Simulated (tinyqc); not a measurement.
# From one set of inputs to another, one input at a time

Model: electroplating on a thin resistive seed layer: kinetics, Wagner number and the terminal effect across a wafer. Computed by tinyqc, a small Python program. Command: `OMP_NUM_THREADS=1 python tinyqc.py 3121062 3121063 out.jsonl terminal ladder`. One thread of a shared host (Intel(R) Xeon(R) Processor @ 2.30GHz), about 0.06 s of CPU time with the checks.

Current enters the seed at the rim. The bath is treated as a local resistance per area (no lateral flow in the liquid), two electrons per ion, molar volume 7.11 cm^3/mol, Faraday constant F = e N_A, kinematic viscosity 0.01 cm^2/s, omega = 2 pi x rpm/60; k_B T/e is in volts.

The inputs printed are set A. Inputs not listed in the table keep their values of set A, so the rows need not describe a real material.

Inputs (values chosen for the exercise, of the order of those for copper plating from an acid sulfate bath):
```
quantity                               value         unit
wafer radius R                            10           cm
seed thickness t                         170           nm
seed resistivity                         9.7  microohm cm
bath conductivity kappa                 0.26         S/cm
gap to the anode h                       2.5           cm
extra resistance of a porous plate         0     ohm cm^2
exchange current density i_0           0.089      mA/cm^2
cathodic transfer coefficient alpha     0.66            -
mean current density                      15      mA/cm^2
diffusivity of the metal ion         4.4e-06       cm^2/s
metal ion concentration                 0.22        mol/L
rotation rate                            200          rpm
temperature T                            298            K
```

Constants: e = 1.602176634e-19 C; N_A = 6.02214076e+23 1/mol; k_B = 8.617333262e-05 eV/K.

Method:
- Growth rate = i V_m/(2 F). Levich limit i_L = 0.62 x 2 F D^(2/3) omega^(1/2) nu^(-1/6) c. Tafel overpotential eta = (k_B T/(alpha e)) ln(i/i_0); kinetic resistance k_B T/(alpha e i); bath resistance h/kappa + plate; R_s = resistivity/t; Wagner number = kinetic resistance x kappa/R.
- Linearised: with R_t = kinetic + bath resistance the current density obeys (1/r)(r i')' = i R_s/R_t, so i = A I_0(r/l), l = sqrt(R_t/R_s); with x = R/l, edge/centre = I_0(x) and edge/mean = x I_0(x)/(2 I_1(x)).
- Voltage drop in the seed for a uniform current: i R_s R^2/4.
- Full model: seed potential phi(r) with (1/r)(r phi')' = R_s i, where i solves phi = R_b i + (k_B T/(alpha e)) ln(i/i_0) (phi being the driving voltage left at r); phi'(0) = 0 and phi'(R) = R_s i_mean R/2. Solved by collocation to a tolerance of 1e-7.

Each row keeps all changes above it:
```
input moved                              from     to  edge over centre, full model  length l (cm)  drop for uniform current (mV)
set A                                       -      -                         2.522          4.626                          214.0
bath conductivity kappa (S/cm)           0.26   0.22                         2.294          4.946                          214.0
gap to the anode h (cm)                   2.5      5                         1.646          6.662                          214.0
mean current density (mA/cm^2)             15     25                         1.678          6.524                          356.6
cathodic transfer coefficient alpha      0.66   0.45                         1.655          6.621                          356.6
seed thickness t (nm)                     170    120                         1.981          5.562                          505.2
seed resistivity (microohm cm)            9.7    8.8                         1.875          5.840                          458.3
exchange current density i_0 (mA/cm^2)  0.089  0.032                         1.875          5.840                          458.3
```

Where does the difference come from?

Edge over centre, full model goes from 2.52 to 1.87, a factor 0.743 in all. The largest single move comes from gap to the anode h (a factor 0.717), and seed thickness t works against it (a factor 1.20). Length l goes from 4.63 to 5.84, a factor 1.26 in all. The largest single move comes from gap to the anode h (a factor 1.35), and seed thickness t works against it (a factor 0.840). Drop for uniform current goes from 214 to 458, a factor 2.14 in all. The largest single move comes from mean current density (a factor 1.67), and seed resistivity works against it (a factor 0.907). The single moves hold for this order of the switches; the total does not depend on the order.

Caution (rows mean current density, cathodic transfer coefficient alpha, seed thickness t, seed resistivity, exchange current density i_0): the mean current exceeds 0.3 i_L, so depletion of metal ions, left out of the distribution, matters.

Extremes, crossings and ranges named in words are read from the listed rows.
